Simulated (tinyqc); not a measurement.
From wall energy back to gradient coefficient g: Landau-Devonshire theory of a uniaxial ferroelectric. Computed by tinyqc, a small Python program. Command: `OMP_NUM_THREADS=1 python tinyqc.py 3008402 3008403 out.jsonl ferro inv`. One thread of a shared host (Intel(R) Xeon(R) Processor @ 2.30GHz), about 0.02 s of CPU time with the checks.

G(P) = (alpha/2) P^2 + (beta*/4) P^4 + (gamma/6) P^6 - E P per volume, SI units, one domain, P along the polar axis.

Inputs (values chosen for the exercise, for a model ferroelectric):
```
quantity                       value         unit
alpha_0                     1.99e+06  J m/(C^2 K)
Curie-Weiss temperature T0       590            K
beta                        1.76e+09    J m^5/C^4
gamma                       1.47e+10    J m^9/C^6
temperature T                    321            K
```

Sample: free crystal.

Constants: eps_0 = 8.8541878128e-12 F/m.

Method:
- alpha = alpha_0 (T - T0*), T0* = T0, beta* = beta.
- Ps^2 = [-beta* + sqrt(beta*^2 - 4 alpha gamma)]/(2 gamma).
- chi = 1/(eps_0 G''), G'' = alpha + 3 beta* P^2 + 5 gamma P^4 at Ps. Ps, chi and the coercive field are for perfect screening, without a depolarising field. The intrinsic coercive field is |alpha P + beta* P^3 + gamma P^5| at the P_c where G'' = 0. 1 C/m^2 = 100 microcoulomb/cm^2.
- With the term (g/2) (dP/dx)^2, (g/2) P'^2 = G(P) - G(Ps) across the wall: energy = int_(-Ps)^(Ps) sqrt(2 g [G(P) - G(Ps)]) dP (40 Gauss-Legendre points); width = 2 Ps over the slope at P = 0, sqrt(2 |G(Ps)|/g). Elastic coupling inside the wall is left out.

Question. A run gave the result below. Find the gradient coefficient g, known to lie between 8.2e-12 and 3.2e-11 J m^3/C^2.

wall energy = 13.86012 mJ/m^2

Answer.

Each step takes the trial c = (a f_b - b f_a)/(f_b - f_a), f being the result less the target and a, b, c the logarithms of the listed values; c replaces end b, the old b replaces a if the sign of f changed, and otherwise f_a is halved.

Scan of the range:
```
gradient coefficient g (J m^3/C^2)  wall energy (mJ/m^2)
8.20e-12                                          9.7887
1.03e-11                                         10.9707
1.29e-11                                         12.2775
1.62e-11                                         13.7586
2.03e-11                                         15.4015
2.55e-11                                         17.2618
3.20e-11                                         19.3371
```

False position (Illinois rule, in the logarithm of the input) inside the bracket:
```
step        end a        end b        trial  wall energy (mJ/m^2)
1     1.62000e-11  2.03000e-11  1.64275e-11               13.8548
2     2.03000e-11  1.64275e-11  1.64394e-11               13.8598
3     2.03000e-11  1.64394e-11  1.64406e-11               13.8604
4     1.64394e-11  1.64406e-11  1.64400e-11               13.8601
```

Wall energy rises at every point of a 13-point scan of the range (every second point is shown), so one value fits; it is bracketed by 1.62e-11 and 2.03e-11. The scan shows a pure power law with exponent 0.5000, so scaling from any one row also gives the answer directly. Answer: gradient coefficient g = 1.644e-11 J m^3/C^2.

Caution: a wall under 0.8 nm, some two lattice spacings, wide is outside the continuum picture.
